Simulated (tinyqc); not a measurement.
# Worked calculation: off-state leakage of single and stacked transistors

Numbers from tinyqc (`OMP_NUM_THREADS=1 python tinyqc.py 2242040 2242041 out.jsonl`; about 0.04 s on one thread of a shared Intel Xeon 2.30GHz). Printed values are rounded.

n-channel devices of unit width. Subthreshold current I(Vg, Vs, Vd) = I0 (T/300 K)^0.5 exp[(Vg - Vs - VT(T) - gb (Vs - Vb) + dd (Vd - Vs))/(nf Vt)] (1 - exp(-(Vd - Vs)/Vt)), VT(T) = VT - cT (T - 300 K). Gate-edge tunnelling Ig (Vd/1 V) exp(ag (Vd - 1 V)), for a gate at 0 V, and band-to-band leakage Ab u exp(-Bb/u), u = Vd - Vb + 1 V, flow at a drain held at V; both are taken as independent of T. In a stack of off transistors (all gates at 0 V) the same subthreshold current passes through each.

Values chosen for this exercise; values of the order met in bulk silicon logic transistors:
```
symbol   value       unit                                             meaning
T          378          K                                         temperature
V          1.2          V                                      supply voltage
VT         0.3          V        threshold at 300 K, zero drain and body bias
cT         0.6       mV/K              fall of the threshold with temperature
I0        0.23      uA/um                       current at threshold at 300 K
nf        1.47                                                   slope factor
dd        0.06                                drain-induced lowering per volt
gb        0.19             rise of the threshold per volt of source-body bias
Ig      0.0003      uA/um                 gate-edge tunnelling current at 1 V
ag         3.2        1/V               exponential slope of the gate current
Ab           1  uA/(um V)      prefactor of band-to-band leakage at the drain
Bb          26          V                             its exponential voltage
Vb        -0.6          V                                        body voltage
```

Constants: q = 1.602176634e-19 C, kB = 1.380649e-23 J/K, Vt = kB T/q. Results are converted to the units shown.

## Leakage of one transistor

Vg = Vs = 0, Vd = V; effective threshold VT(T) - gb Vb - dd V.

effective threshold = 0.2952 V
parts (nA/um): subthreshold 0.5426002, gate edge 0.6827331, band-to-band 0.2596711
total = 1.485004 nA/um
shares (%): subthreshold 36.53863, gate edge 45.97516, band-to-band 17.48622

The gate edge part is the largest.

## Starting value

Vx = dd V/(1 + gb + 2 dd), the solution for Vx well above Vt, rounded to three decimals.

Vx at the start = 0.055 V

## Iteration 1: new Vx

Stack of two, Vx the node between them: I_low = I(0, 0, Vx), I_up = I(0, Vx, V), f = ln(I_up/I_low), f' = -(1 + gb + 2 dd)/(nf Vt) - 1/(Vt (exp(Vx/Vt) - 1)) - 1/(Vt (exp((V - Vx)/Vt) - 1)), Vx(new) = Vx - f/f'.

I_low = 0.1053520 nA/um
I_up = 0.1290995 nA/um
f = 0.2032760
f' = -34.31767 1/V
Vx after iteration 1 = 0.06092336 V

## Iteration 2: new Vx

As before.

I_low = 0.1101374 nA/um
I_up = 0.1106036 nA/um
f = 0.004223855
f' = -32.94978 1/V
Vx after iteration 2 = 0.06105155 V

## Course of the iteration

Stop when the step is below 1e-11 V, or after 40 iterations.

Course of the iteration:

| iteration | Vx before the step (V) | step (V) |
|---|---|---|
| 1 | 0.055 | 5.92e-3 |
| 2 | 0.06092336 | 1.28e-4 |
| 3 | 0.06105155 | 5.06e-8 |
| 4 | 0.06105160 | 7.82e-15 |

Converged in 4 iterations. The subthreshold current of the stack is 0.1102 nA/um, 4.92 times less than that of one transistor (the drain leakage is unchanged); the estimate exp[dd V (1 + gb + dd)/((1 + gb + 2 dd) nf Vt)] gives 4.20.
